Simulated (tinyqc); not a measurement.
Microkinetic model of low-temperature epitaxy from hydride gases: adsorption, hydrogen desorption and rate control. From one set of inputs to another, one input at a time. Computed by tinyqc, a small Python program. Command: `OMP_NUM_THREADS=1 python tinyqc.py 3006631 3006632 out.jsonl hepi ladder`. One thread of a shared host (Intel(R) Xeon(R) Processor @ 2.30GHz), about 0.02 s of CPU time with the checks.

Each hydride molecule needs two free sites and leaves four hydrogen atoms, of which two leave at once as H2; theta is the hydrogen coverage, the site density is 6.78 per nm^2 and one layer is 1.358 angstrom thick.

The inputs printed are set A. Inputs not listed in the table keep their values of set A, so the rows need not describe a real material.

Inputs (values chosen for the exercise, close to those used for silane and germane on Si(001)):

| quantity | value | unit |
|---|---|---|
| silane pressure p_S | 1.3 | Pa |
| sticking prefactor of silane s0 | 0.012 | - |
| adsorption barrier E_s | 0.19 | eV |
| desorption prefactor nu_d | 1.6e+12 | 1/s |
| desorption energy on silicon E_d | 2.06 | eV |
| hydrogen carrier pressure p_H | 0 | Pa |
| sticking of hydrogen s_H | 2.5e-08 | - |
| temperature T | 700 | C |
| germane pressure p_G | 0.29 | Pa |
| sticking ratio of germane to silane r_G | 3.8 | - |
| lowering of E_d per unit germanium fraction, dE | 0.54 | eV |

Film: silicon-germanium. Order of hydrogen desorption: first.

Constants: k_B = 8.617333262e-05 eV/K; u = 1.6605390666e-27 kg; k_B = 1.380649e-23 J/K.

Method:
- Flux per site F = p/(sqrt(2 pi M k_B T) x 6.78e18 per m^2), M = 32.12 u (silane), 76.63 u (germane), 2.016 u (hydrogen); s = s0 exp(-E_s/(k_B T)); k_S = s F_S, k_G = r_G s F_G; germanium fraction x = k_G/(k_S + k_G); k = k_S + k_G; k_H = s_H F_H; k_d = nu_d exp(-(E_d - dE x)/(k_B T)).
- Temperatures in kelvin are T(C) + 273.15.
- With k the hydride and k_H the hydrogen adsorption rate on free pairs and k_d the desorption rate, steady state: 2 (k + k_H)(1 - theta)^2 = k_d theta; growth rate R = k (1 - theta)^2 layers/s; 1 layer/s = 8.148 nm/min.
- With c = 2 (k + k_H)/k_d the free share is 1 - theta = 2/(1 + sqrt(1 + 4c)).
- X_i = d ln R/d ln k_i at fixed other constants. With f = 1 - theta and a = 2/f + 1/theta: d ln f/d ln k_d = 1/(a f), so X_d = 2/(a f), X_k = 1 - X_d k/(k + k_H), X_H = -X_d k_H/(k + k_H); they sum to 1.

Each row keeps all changes above it:

| input moved | from | to | growth rate G (nm/min) | hydrogen coverage theta | X_d (desorption) |
|---|---|---|---|---|---|
| set A | - | - | 42.177 | 0.03079 | 0.05974 |
| germane pressure p_G (Pa) | 0.29 | 0.66 | 63.550 | 0.01271 | 0.02511 |
| temperature T (C) | 700 | 470 | 4.822 | 0.63900 | 0.77975 |
| sticking prefactor of silane s0 and adsorption barrier E_s (eV) | 0.012, 0.19 | 0.098, 0.22 | 6.182 | 0.81922 | 0.90063 |
| silane pressure p_S (Pa) | 1.3 | 2.1 | 2.479 | 0.89855 | 0.94657 |
| lowering of E_d per unit germanium fraction, dE (eV) | 0.54 | 0.45 | 1.382 | 0.92427 | 0.96064 |

Where does the difference come from?

Growth rate G goes from 42.2 to 1.38, a factor 0.0328 in all. The largest single move comes from temperature T (a factor 0.0759), and germane pressure p_G works against it (a factor 1.51). Hydrogen coverage theta goes from 0.0308 to 0.924, a factor 30.0 in all. The largest single move comes from temperature T (a factor 50.3), and germane pressure p_G works against it (a factor 0.413). X_d (desorption) goes from 0.0597 to 0.961, a factor 16.1 in all. The largest single move comes from temperature T (a factor 31.1), and germane pressure p_G works against it (a factor 0.420). The single moves hold for this order of the switches; the total does not depend on the order.

Caution (all rows): layer thickness and site density of silicon are kept, and strain and surface segregation of germanium are ignored, which matters at this fraction.

Extremes, crossings and ranges named in words are read from the listed rows.
